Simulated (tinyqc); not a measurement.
# Threshold-voltage variability of a planar MOSFET, analytic estimates: effect of the metal grain size

Three independent sources add in quadrature: random dopants in the depleted layer, metal-gate grains of two orientations, and roughness of the two gate edges acting through the roll-off VT = VT(long) - Vr exp(-L/l). These are first-order estimates: no three-dimensional electrostatics, no percolation.

ni = sqrt(Nc Nv) exp(-Eg/(2 Vt)), Eg in volts; Cox = 3.9 eps0/ti; Wd = sqrt(4 eps0 eps_r Vt ln(Na/ni)/(q Na)); dopants: s1 = (q/Cox) sqrt(Na Wd/(3 L W)). Grains: Ng = L W/G^2 (at least 1), s2 = dW sqrt(p (1 - p)/Ng). Edges, with exponential correlation and u = W/La: the mean gate length has sL^2 = 2 De^2 (2/u)[1 - (1 - exp(-u))/u]; s3 = sL (Vr/l) exp(-L/l). s = sqrt(s1^2 + s2^2 + s3^2). l and Vr are held fixed.

Parameters, values chosen for the exercise; material values close to those of silicon: temperature T = 273 K; band gap Eg = 1.12 eV; relative permittivity of the semiconductor eps_r = 11.8; conduction-band density of states at T Nc = 2.4e19 cm^-3; valence-band density of states at T Nv = 2.29e19 cm^-3; channel doping Na = 3.4e17 cm^-3; oxide-equivalent thickness in inversion ti = 1.5 nm; gate length L = 45 nm; gate width W = 150 nm; work-function difference of the two grain orientations dW = 0.15 eV; share of the orientation of higher work function p = 0.6; rms roughness of one gate edge De = 0.7 nm; correlation length of the roughness La = 10 nm; decay length of the threshold roll-off l = 13 nm; prefactor of the roll-off Vr = 2.1 V.

Constants: q = 1.602176634e-19 C, kB = 1.380649e-23 J/K, Vt = kB T/q, eps0 = 8.8541878128e-14 F/cm where lengths are in cm. Results are converted to the units shown.

The same in every row: s1 (mV) = 6.9523; s3 (mV) = 1.7703.

Result of one run:
```
s2 (mV)  s (mV)  s sqrt(L W) (mV um)
4.4721   8.4539              0.69456
```

Which metal grain size G gave this result: 3, 5, 7, 14 or 20 nm?

G = 5 nm.

The whole series:
```
G (nm)  s2 (mV)  s (mV)  s sqrt(L W) (mV um)
2        1.7889  7.3938              0.60746
3        2.6833  7.6595              0.62929
5        4.4721  8.4539              0.69456
7        6.2610  9.5220              0.78231
10       8.9443  11.466              0.94202
14       12.522  14.431               1.1857
20       17.889  19.274               1.5835
```

As G goes from 2 to 20 nm, s rises from 7.39 to 19.3 mV. The largest source is the dopants in the first row and the grains in the last. In every row the depletion depth exceeds L, so source and drain share much of the charge and s1 is rough.

tinyqc, about 0.01 s, one thread, Intel Xeon 2.30GHz (shared host): `OMP_NUM_THREADS=1 python tinyqc.py 2090160 2090161 out.jsonl`
